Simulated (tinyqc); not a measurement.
Inside a calculation (part 1 of 3). Method: UHF in the 6-31g basis, for H4, spin multiplicity 3. Computed by tinyqc, a small Python program that keeps every step (integrals from PySCF). Settings: charge = 0, multiplicity = 3, basis = 6-31g, energy threshold = 1e-08, iteration cap = 66, orthogonalisation = symmetric, start = random, DIIS depth = 0, method = UHF. Command: `OMP_NUM_THREADS=1 python tinyqc.py 20057 20058 out.jsonl` (the two numbers bound the seeds that draw the settings). One thread of a shared host (Intel(R) Xeon(R) Processor @ 2.60GHz), about 0.2 s of CPU time with the checks. Later iterations appear only in the table of the cycle.

## One-electron integrals

Geometry (angstrom):
```
atom         x         y         z
H     0.000000  0.000000  0.000000
H     0.000000  0.000000  1.694000
H     0.000000  2.297000  0.000000
H     0.000000  2.297000  1.694000
```

Basis 6-31g: exponents (1/bohr^2) and contraction coefficients of normalised primitives:
```
element  l (shell)   exponent  coefficient
H            s (1)  18.731137     0.033495
H            s (1)   2.825394     0.234727
H            s (1)   0.640122     0.813757
H            s (2)   0.161278     1.000000
```

Overlap, kinetic and nuclear-attraction integrals over the contracted functions; the nuclear repulsion is the sum of Za Zb / Rab.

nuclear repulsion = 1.45634149 hartree

overlap S:
```
          1H 1s     1H 2s     2H 1s     2H 2s     3H 1s     3H 2s     4H 1s     4H 2s
1H 1s  1.000000  0.658292  0.026184  0.171524  0.001606  0.055740  0.000060  0.014647
1H 2s  0.658292  1.000000  0.171524  0.437640  0.055740  0.218849  0.014647  0.095777
2H 1s  0.026184  0.171524  1.000000  0.658292  0.000060  0.014647  0.001606  0.055740
2H 2s  0.171524  0.437640  0.658292  1.000000  0.014647  0.095777  0.055740  0.218849
3H 1s  0.001606  0.055740  0.000060  0.014647  1.000000  0.658292  0.026184  0.171524
3H 2s  0.055740  0.218849  0.014647  0.095777  0.658292  1.000000  0.171524  0.437640
4H 1s  0.000060  0.014647  0.001606  0.055740  0.026184  0.171524  1.000000  0.658292
4H 2s  0.014647  0.095777  0.055740  0.218849  0.171524  0.437640  0.658292  1.000000
```

kinetic energy T (hartree):
```
           1H 1s      1H 2s      2H 1s      2H 2s      3H 1s      3H 2s      4H 1s      4H 2s
1H 1s   1.395678   0.259735  -0.033508   0.006921  -0.004740  -0.014075  -0.000301  -0.008759
1H 2s   0.259735   0.241917   0.006921   0.047547  -0.014075  -0.000684  -0.008759  -0.013064
2H 1s  -0.033508   0.006921   1.395678   0.259735  -0.000301  -0.008759  -0.004740  -0.014075
2H 2s   0.006921   0.047547   0.259735   0.241917  -0.008759  -0.013064  -0.014075  -0.000684
3H 1s  -0.004740  -0.014075  -0.000301  -0.008759   1.395678   0.259735  -0.033508   0.006921
3H 2s  -0.014075  -0.000684  -0.008759  -0.013064   0.259735   0.241917   0.006921   0.047547
4H 1s  -0.000301  -0.008759  -0.004740  -0.014075  -0.033508   0.006921   1.395678   0.259735
4H 2s  -0.008759  -0.013064  -0.014075  -0.000684   0.006921   0.047547   0.259735   0.241917
```

nuclear attraction V (hartree):
```
           1H 1s      1H 2s      2H 1s      2H 2s      3H 1s      3H 2s      4H 1s      4H 2s
1H 1s  -2.381401  -1.221651  -0.044553  -0.311663  -0.002318  -0.095712  -0.000089  -0.025049
1H 2s  -1.221651  -1.365740  -0.311663  -0.627401  -0.095712  -0.298233  -0.025049  -0.137758
2H 1s  -0.044553  -0.311663  -2.381401  -1.221651  -0.000089  -0.025049  -0.002318  -0.095712
2H 2s  -0.311663  -0.627401  -1.221651  -1.365740  -0.025049  -0.137758  -0.095712  -0.298233
3H 1s  -0.002318  -0.095712  -0.000089  -0.025049  -2.381401  -1.221651  -0.044553  -0.311663
3H 2s  -0.095712  -0.298233  -0.025049  -0.137758  -1.221651  -1.365740  -0.311663  -0.627401
4H 1s  -0.000089  -0.025049  -0.002318  -0.095712  -0.044553  -0.311663  -2.381401  -1.221651
4H 2s  -0.025049  -0.137758  -0.095712  -0.298233  -0.311663  -0.627401  -1.221651  -1.365740
```

core Hamiltonian H = T + V (hartree):
```
           1H 1s      1H 2s      2H 1s      2H 2s      3H 1s      3H 2s      4H 1s      4H 2s
1H 1s  -0.985723  -0.961916  -0.078061  -0.304742  -0.007059  -0.109787  -0.000390  -0.033808
1H 2s  -0.961916  -1.123824  -0.304742  -0.579855  -0.109787  -0.298917  -0.033808  -0.150822
2H 1s  -0.078061  -0.304742  -0.985723  -0.961916  -0.000390  -0.033808  -0.007059  -0.109787
2H 2s  -0.304742  -0.579855  -0.961916  -1.123824  -0.033808  -0.150822  -0.109787  -0.298917
3H 1s  -0.007059  -0.109787  -0.000390  -0.033808  -0.985723  -0.961916  -0.078061  -0.304742
3H 2s  -0.109787  -0.298917  -0.033808  -0.150822  -0.961916  -1.123824  -0.304742  -0.579855
4H 1s  -0.000390  -0.033808  -0.007059  -0.109787  -0.078061  -0.304742  -0.985723  -0.961916
4H 2s  -0.033808  -0.150822  -0.109787  -0.298917  -0.304742  -0.579855  -0.961916  -1.123824
```

## Two-electron integrals

Functions are numbered as in S; the eight-fold symmetry (ij|kl) = (ji|kl) = (kl|ij) leaves the list below.

Two-electron integrals (ij|kl) in chemists' order, unique and non-zero (hartree):
```
(11|11) 1.076566   (21|11) 0.578470   (21|21) 0.329423   (22|11) 0.587396
(22|21) 0.361304   (22|22) 0.453150   (31|11) 0.015634   (31|21) 0.009722
(31|22) 0.012274   (31|31) 0.000614   (32|11) 0.065616   (32|21) 0.042727
(32|22) 0.060969   (32|31) 0.003084   (32|32) 0.021874   (33|11) 0.312342
(33|21) 0.205446   (33|22) 0.306501   (33|31) 0.015634   (33|32) 0.139637
(33|33) 1.076566   (41|11) 0.139637   (41|21) 0.080913   (41|22) 0.091239
(41|31) 0.003084   (41|32) 0.013717   (41|33) 0.065616   (41|41) 0.021874
(42|11) 0.208056   (42|21) 0.131153   (42|22) 0.174081   (42|31) 0.006554
(42|32) 0.037954   (42|33) 0.208056   (42|41) 0.037954   (42|42) 0.086791
(43|11) 0.205446   (43|21) 0.134919   (43|22) 0.199844   (43|31) 0.009722
(43|32) 0.080913   (43|33) 0.578470   (43|41) 0.042727   (43|42) 0.131153
(43|43) 0.329423   (44|11) 0.306501   (44|21) 0.199844   (44|22) 0.290813
(44|31) 0.012274   (44|32) 0.091239   (44|33) 0.587396   (44|41) 0.060969
(44|42) 0.174081   (44|43) 0.361304   (44|44) 0.453150   (51|11) 0.000735
(51|21) 0.000475   (51|22) 0.000652   (51|31) 0.000016   (51|32) 0.000081
(51|33) 0.000415   (51|41) 0.000120   (51|42) 0.000247   (51|43) 0.000273
(51|44) 0.000413   (51|51) 2.32e-06   (52|11) 0.015883   (52|21) 0.010443
(52|22) 0.015609   (52|31) 0.000378   (52|32) 0.002188   (52|33) 0.011729
(52|41) 0.002680   (52|42) 0.006267   (52|43) 0.007721   (52|44) 0.011714
(52|51) 0.000055   (52|52) 0.002279   (53|11) 0.000022   (53|21) 0.000015
(53|22) 0.000021   (53|31) 7.11e-07   (53|32) 4.23e-06   (53|33) 0.000022
(53|41) 4.23e-06   (53|42) 0.000011   (53|43) 0.000015   (53|44) 0.000021
(53|51) 5.59e-08   (53|52) 1.54e-06   (54|11) 0.004117   (54|21) 0.002707
(54|22) 0.004052   (54|31) 0.000105   (54|32) 0.000625   (54|33) 0.003368
(54|41) 0.000716   (54|42) 0.001739   (54|43) 0.002217   (54|44) 0.003357
(54|51) 0.000014   (54|52) 0.000566   (54|53) 4.78e-07   (54|54) 0.000156
(55|11) 0.230377   (55|21) 0.151654   (55|22) 0.230035   (55|31) 0.005655
(55|32) 0.033898   (55|33) 0.185410   (55|41) 0.039123   (55|42) 0.094528
(55|43) 0.122054   (55|44) 0.185395   (55|51) 0.000735   (55|52) 0.042664
(55|53) 0.000022   (55|54) 0.010450   (55|55) 1.076566   (61|11) 0.042664
(61|21) 0.025057   (61|22) 0.028884   (61|31) 0.000757   (61|32) 0.003458
(61|33) 0.016830   (61|41) 0.006191   (61|42) 0.010585   (61|43) 0.011059
(61|44) 0.016443   (61|51) 0.000055   (61|52) 0.001142   (61|53) 1.54e-06
(61|54) 0.000294   (61|55) 0.015883   (61|61) 0.002279   (62|11) 0.089678
(62|21) 0.057345   (62|22) 0.078882   (62|31) 0.002012   (62|32) 0.010853
(62|33) 0.056326   (62|41) 0.014610   (62|42) 0.031054   (62|43) 0.036949
(62|44) 0.054998   (62|51) 0.000201   (62|52) 0.005809   (62|53) 0.000006
(62|54) 0.001488   (62|55) 0.089678   (62|61) 0.005809   (62|62) 0.021704
(63|11) 0.005357   (63|21) 0.003497   (63|22) 0.005038   (63|31) 0.000238
(63|32) 0.001684   (63|33) 0.010450   (63|41) 0.001106   (63|42) 0.003080
(63|43) 0.006228   (63|44) 0.007359   (63|51) 0.000008   (63|52) 0.000220
(63|53) 4.78e-07   (63|54) 0.000065   (63|55) 0.003368   (63|61) 0.000309
(63|62) 0.001050   (63|63) 0.000156   (64|11) 0.033824   (64|21) 0.021878
(64|22) 0.031054   (64|31) 0.001016   (64|32) 0.006166   (64|33) 0.033824
(64|41) 0.006166   (64|42) 0.015108   (64|43) 0.021878   (64|44) 0.031054
(64|51) 0.000072   (64|52) 0.002158   (64|53) 3.29e-06   (64|54) 0.000626
(64|55) 0.033824   (64|61) 0.002158   (64|62) 0.008338   (64|63) 0.000626
(64|64) 0.004157   (65|11) 0.151654   (65|21) 0.099826   (65|22) 0.151204
(65|31) 0.003723   (65|32) 0.022315   (65|33) 0.122054   (65|41) 0.025753
(65|42) 0.062175   (65|43) 0.080347   (65|44) 0.122026   (65|51) 0.000475
(65|52) 0.025057   (65|53) 0.000015   (65|54) 0.006228   (65|55) 0.578470
(65|61) 0.010443   (65|62) 0.057345   (65|63) 0.002217   (65|64) 0.021878
(65|65) 0.329423   (66|11) 0.230035   (66|21) 0.151204   (66|22) 0.227223
(66|31) 0.005650   (66|32) 0.033878   (66|33) 0.185395   (66|41) 0.039016
(66|42) 0.093782   (66|43) 0.122026   (66|44) 0.185004   (66|51) 0.000652
(66|52) 0.028884   (66|53) 0.000021   (66|54) 0.007359   (66|55) 0.587396
(66|61) 0.015609   (66|62) 0.078882   (66|63) 0.003357   (66|64) 0.031054
(66|65) 0.361304   (66|66) 0.453150   (71|11) 0.000022   (71|21) 0.000015
(71|22) 0.000021   (71|31) 7.11e-07   (71|32) 4.23e-06   (71|33) 0.000022
(71|41) 4.23e-06   (71|42) 0.000011   (71|43) 0.000015   (71|44) 0.000021
(71|51) 5.59e-08   (71|52) 1.54e-06   (71|54) 4.78e-07   (71|55) 0.000022
(71|61) 1.54e-06   (71|62) 0.000006   (71|63) 4.78e-07   (71|64) 3.29e-06
(71|65) 0.000015   (71|66) 0.000021   (72|11) 0.003368   (72|21) 0.002217
(72|22) 0.003357   (72|31) 0.000105   (72|32) 0.000716   (72|33) 0.004117
(72|41) 0.000625   (72|42) 0.001739   (72|43) 0.002707   (72|44) 0.004052
(72|51) 0.000008   (72|52) 0.000309   (72|53) 4.78e-07   (72|54) 0.000101
(72|55) 0.005357   (72|61) 0.000220   (72|62) 0.001050   (72|63) 0.000079
(72|64) 0.000626   (72|65) 0.003497   (72|66) 0.005038   (72|71) 4.78e-07
(72|72) 0.000156   (73|11) 0.000415   (73|21) 0.000273   (73|22) 0.000413
(73|31) 0.000016   (73|32) 0.000120   (73|33) 0.000735   (73|41) 0.000081
(73|42) 0.000247   (73|43) 0.000475   (73|44) 0.000652   (73|51) 8.05e-07
(73|52) 0.000026   (73|53) 5.59e-08   (73|54) 0.000008   (73|55) 0.000415
(73|61) 0.000026   (73|62) 0.000107   (73|63) 0.000014   (73|64) 0.000072
(73|65) 0.000273   (73|66) 0.000413   (73|71) 5.59e-08   (73|72) 0.000014
(73|73) 2.32e-06   (74|11) 0.011729   (74|21) 0.007721   (74|22) 0.011714
(74|31) 0.000378   (74|32) 0.002680   (74|33) 0.015883   (74|41) 0.002188
(74|42) 0.006267   (74|43) 0.010443   (74|44) 0.015609   (74|51) 0.000026
(74|52) 0.000964   (74|53) 1.54e-06   (74|54) 0.000309   (74|55) 0.016830
(74|61) 0.000743   (74|62) 0.003448   (74|63) 0.000294   (74|64) 0.002158
(74|65) 0.011059   (74|66) 0.016443   (74|71) 1.54e-06   (74|72) 0.000566
(74|73) 0.000055   (74|74) 0.002279   (75|11) 0.005655   (75|21) 0.003723
(75|22) 0.005650   (75|31) 0.000158   (75|32) 0.001007   (75|33) 0.005655
(75|41) 0.001007   (75|42) 0.002632   (75|43) 0.003723   (75|44) 0.005650
(75|51) 0.000016   (75|52) 0.000757   (75|53) 7.11e-07   (75|54) 0.000238
(75|55) 0.015634   (75|61) 0.000378   (75|62) 0.002012   (75|63) 0.000105
(75|64) 0.001016   (75|65) 0.009722   (75|66) 0.012274   (75|71) 7.11e-07
(75|72) 0.000238   (75|73) 0.000016   (75|74) 0.000757   (75|75) 0.000614
(76|11) 0.033898   (76|21) 0.022315   (76|22) 0.033878   (76|31) 0.001007
(76|32) 0.006771   (76|33) 0.039123   (76|41) 0.006154   (76|42) 0.016806
(76|43) 0.025753   (76|44) 0.039016   (76|51) 0.000081   (76|52) 0.003458
(76|53) 4.23e-06   (76|54) 0.001106   (76|55) 0.065616   (76|61) 0.002188
(76|62) 0.010853   (76|63) 0.000716   (76|64) 0.006166   (76|65) 0.042727
(76|66) 0.060969   (76|71) 4.23e-06   (76|72) 0.001684   (76|73) 0.000120
(76|74) 0.006191   (76|75) 0.003084   (76|76) 0.021874   (77|11) 0.185410
(77|21) 0.122054   (77|22) 0.185395   (77|31) 0.005655   (77|32) 0.039123
(77|33) 0.230377   (77|41) 0.033898   (77|42) 0.094528   (77|43) 0.151654
(77|44) 0.230035   (77|51) 0.000415   (77|52) 0.016830   (77|53) 0.000022
(77|54) 0.005357   (77|55) 0.312342   (77|61) 0.011729   (77|62) 0.056326
(77|63) 0.004117   (77|64) 0.033824   (77|65) 0.205446   (77|66) 0.306501
(77|71) 0.000022   (77|72) 0.010450   (77|73) 0.000735   (77|74) 0.042664
(77|75) 0.015634   (77|76) 0.139637   (77|77) 1.076566   (81|11) 0.010450
(81|21) 0.006228   (81|22) 0.007359   (81|31) 0.000238   (81|32) 0.001106
(81|33) 0.005357   (81|41) 0.001684   (81|42) 0.003080   (81|43) 0.003497
(81|44) 0.005038   (81|51) 0.000014   (81|52) 0.000294   (81|53) 4.78e-07
(81|54) 0.000079   (81|55) 0.004117   (81|61) 0.000566   (81|62) 0.001488
(81|63) 0.000101   (81|64) 0.000626   (81|65) 0.002707   (81|66) 0.004052
(81|71) 4.78e-07   (81|72) 0.000065   (81|73) 0.000008   (81|74) 0.000220
(81|75) 0.000105   (81|76) 0.000625   (81|77) 0.003368   (81|81) 0.000156
(82|11) 0.033824   (82|21) 0.021878   (82|22) 0.031054   (82|31) 0.001016
(82|32) 0.006166   (82|33) 0.033824   (82|41) 0.006166   (82|42) 0.015108
(82|43) 0.021878   (82|44) 0.031054   (82|51) 0.000072   (82|52) 0.002158
(82|53) 3.29e-06   (82|54) 0.000626   (82|55) 0.033824   (82|61) 0.002158
(82|62) 0.008338   (82|63) 0.000626   (82|64) 0.004157   (82|65) 0.021878
(82|66) 0.031054   (82|71) 3.29e-06   (82|72) 0.000626   (82|73) 0.000072
(82|74) 0.002158   (82|75) 0.001016   (82|76) 0.006166   (82|77) 0.033824
(82|81) 0.000626   (82|82) 0.004157   (83|11) 0.016830   (83|21) 0.011059
(83|22) 0.016443   (83|31) 0.000757   (83|32) 0.006191   (83|33) 0.042664
(83|41) 0.003458   (83|42) 0.010585   (83|43) 0.025057   (83|44) 0.028884
(83|51) 0.000026   (83|52) 0.000743   (83|53) 1.54e-06   (83|54) 0.000220
(83|55) 0.011729   (83|61) 0.000964   (83|62) 0.003448   (83|63) 0.000566
(83|64) 0.002158   (83|65) 0.007721   (83|66) 0.011714   (83|71) 1.54e-06
(83|72) 0.000294   (83|73) 0.000055   (83|74) 0.001142   (83|75) 0.000378
(83|76) 0.002680   (83|77) 0.015883   (83|81) 0.000309   (83|82) 0.002158
(83|83) 0.002279   (84|11) 0.056326   (84|21) 0.036949   (84|22) 0.054998
(84|31) 0.002012   (84|32) 0.014610   (84|33) 0.089678   (84|41) 0.010853
(84|42) 0.031054   (84|43) 0.057345   (84|44) 0.078882   (84|51) 0.000107
(84|52) 0.003448   (84|53) 0.000006   (84|54) 0.001050   (84|55) 0.056326
(84|61) 0.003448   (84|62) 0.013928   (84|63) 0.001488   (84|64) 0.008338
(84|65) 0.036949   (84|66) 0.054998   (84|71) 0.000006   (84|72) 0.001488
(84|73) 0.000201   (84|74) 0.005809   (84|75) 0.002012   (84|76) 0.014610
(84|77) 0.089678   (84|81) 0.001050   (84|82) 0.008338   (84|83) 0.005809
(84|84) 0.021704   (85|11) 0.039123   (85|21) 0.025753   (85|22) 0.039016
(85|31) 0.001007   (85|32) 0.006154   (85|33) 0.033898   (85|41) 0.006771
(85|42) 0.016806   (85|43) 0.022315   (85|44) 0.033878   (85|51) 0.000120
(85|52) 0.006191   (85|53) 4.23e-06   (85|54) 0.001684   (85|55) 0.139637
(85|61) 0.002680   (85|62) 0.014610   (85|63) 0.000625   (85|64) 0.006166
(85|65) 0.080913   (85|66) 0.091239   (85|71) 4.23e-06   (85|72) 0.001106
(85|73) 0.000081   (85|74) 0.003458   (85|75) 0.003084   (85|76) 0.013717
(85|77) 0.065616   (85|81) 0.000716   (85|82) 0.006166   (85|83) 0.002188
(85|84) 0.010853   (85|85) 0.021874   (86|11) 0.094528   (86|21) 0.062175
(86|22) 0.093782   (86|31) 0.002632   (86|32) 0.016806   (86|33) 0.094528
(86|41) 0.016806   (86|42) 0.043520   (86|43) 0.062175   (86|44) 0.093782
(86|51) 0.000247   (86|52) 0.010585   (86|53) 0.000011   (86|54) 0.003080
(86|55) 0.208056   (86|61) 0.006267   (86|62) 0.031054   (86|63) 0.001739
(86|64) 0.015108   (86|65) 0.131153   (86|66) 0.174081   (86|71) 0.000011
(86|72) 0.003080   (86|73) 0.000247   (86|74) 0.010585   (86|75) 0.006554
(86|76) 0.037954   (86|77) 0.208056   (86|81) 0.001739   (86|82) 0.015108
(86|83) 0.006267   (86|84) 0.031054   (86|85) 0.037954   (86|86) 0.086791
(87|11) 0.122054   (87|21) 0.080347   (87|22) 0.122026   (87|31) 0.003723
(87|32) 0.025753   (87|33) 0.151654   (87|41) 0.022315   (87|42) 0.062175
(87|43) 0.099826   (87|44) 0.151204   (87|51) 0.000273   (87|52) 0.011059
(87|53) 0.000015   (87|54) 0.003497   (87|55) 0.205446   (87|61) 0.007721
(87|62) 0.036949   (87|63) 0.002707   (87|64) 0.021878   (87|65) 0.134919
(87|66) 0.199844   (87|71) 0.000015   (87|72) 0.006228   (87|73) 0.000475
(87|74) 0.025057   (87|75) 0.009722   (87|76) 0.080913   (87|77) 0.578470
(87|81) 0.002217   (87|82) 0.021878   (87|83) 0.010443   (87|84) 0.057345
(87|85) 0.042727   (87|86) 0.131153   (87|87) 0.329423   (88|11) 0.185395
(88|21) 0.122026   (88|22) 0.185004   (88|31) 0.005650   (88|32) 0.039016
(88|33) 0.230035   (88|41) 0.033878   (88|42) 0.093782   (88|43) 0.151204
(88|44) 0.227223   (88|51) 0.000413   (88|52) 0.016443   (88|53) 0.000021
(88|54) 0.005038   (88|55) 0.306501   (88|61) 0.011714   (88|62) 0.054998
(88|63) 0.004052   (88|64) 0.031054   (88|65) 0.199844   (88|66) 0.290813
(88|71) 0.000021   (88|72) 0.007359   (88|73) 0.000652   (88|74) 0.028884
(88|75) 0.012274   (88|76) 0.091239   (88|77) 0.587396   (88|81) 0.003357
(88|82) 0.031054   (88|83) 0.015609   (88|84) 0.078882   (88|85) 0.060969
(88|86) 0.174081   (88|87) 0.361304   (88|88) 0.453150
```

## Orthogonalisation

S = U s U^T; symmetric (Loewdin) form X = U s^(-1/2) U^T, so that X^T S X = 1.

eigenvalues of S: 0.186507  0.282992  0.312742  0.419718  1.225051  1.377803  1.834789  2.360398

X:
```
           1H 1s      1H 2s      2H 1s      2H 2s      3H 1s      3H 2s      4H 1s      4H 2s
1H 1s   1.259490  -0.509867   0.021014   0.040905  -0.012691   0.055039  -0.003985  -0.000147
1H 2s  -0.509867   1.408418   0.040905  -0.328491   0.055039  -0.192124  -0.000147   0.042813
2H 1s   0.021014   0.040905   1.259490  -0.509867  -0.003985  -0.000147  -0.012691   0.055039
2H 2s   0.040905  -0.328491  -0.509867   1.408418  -0.000147   0.042813   0.055039  -0.192124
3H 1s  -0.012691   0.055039  -0.003985  -0.000147   1.259490  -0.509867   0.021014   0.040905
3H 2s   0.055039  -0.192124  -0.000147   0.042813  -0.509867   1.408418   0.040905  -0.328491
4H 1s  -0.003985  -0.000147  -0.012691   0.055039   0.021014   0.040905   1.259490  -0.509867
4H 2s  -0.000147   0.042813   0.055039  -0.192124   0.040905  -0.328491  -0.509867   1.408418
```

## Starting guess

The start is random orthonormal orbitals; D(s) = C_occ C_occ^T for each spin.

D(alpha) at the start:
```
           1H 1s      1H 2s      2H 1s      2H 2s      3H 1s      3H 2s      4H 1s      4H 2s
1H 1s   1.423501  -1.173554  -0.359340   0.768277  -0.109461   0.428649   0.591496  -0.764941
1H 2s  -1.173554   1.669131   0.696426  -1.314229  -0.095643   0.168659  -0.317080   0.268300
2H 1s  -0.359340   0.696426   0.761395  -0.597101  -0.516535   0.201398  -0.070247  -0.222338
2H 2s   0.768277  -1.314229  -0.597101   1.075825   0.135992  -0.275629   0.154341  -0.054250
3H 1s  -0.109461  -0.095643  -0.516535   0.135992   0.491558  -0.183005  -0.072635   0.361566
3H 2s   0.428649   0.168659   0.201398  -0.275629  -0.183005   0.517812   0.304526  -0.505520
4H 1s   0.591496  -0.317080  -0.070247   0.154341  -0.072635   0.304526   0.287989  -0.397333
4H 2s  -0.764941   0.268300  -0.222338  -0.054250   0.361566  -0.505520  -0.397333   0.696680
```

D(beta) at the start:
```
           1H 1s      1H 2s      2H 1s      2H 2s      3H 1s      3H 2s      4H 1s      4H 2s
1H 1s   0.540891   0.036199   0.180970  -0.177337  -0.211438   0.522727   0.340197  -0.559694
1H 2s   0.036199   0.002423   0.012111  -0.011868  -0.014151   0.034984   0.022768  -0.037458
2H 1s   0.180970   0.012111   0.060549  -0.059333  -0.070743   0.174893   0.113822  -0.187261
2H 2s  -0.177337  -0.011868  -0.059333   0.058142   0.069322  -0.171382  -0.111537   0.183502
3H 1s  -0.211438  -0.014151  -0.070743   0.069322   0.082653  -0.204338  -0.132986   0.218788
3H 2s   0.522727   0.034984   0.174893  -0.171382  -0.204338   0.505172   0.328773  -0.540898
4H 1s   0.340197   0.022768   0.113822  -0.111537  -0.132986   0.328773   0.213969  -0.352023
4H 2s  -0.559694  -0.037458  -0.187261   0.183502   0.218788  -0.540898  -0.352023   0.579150
```
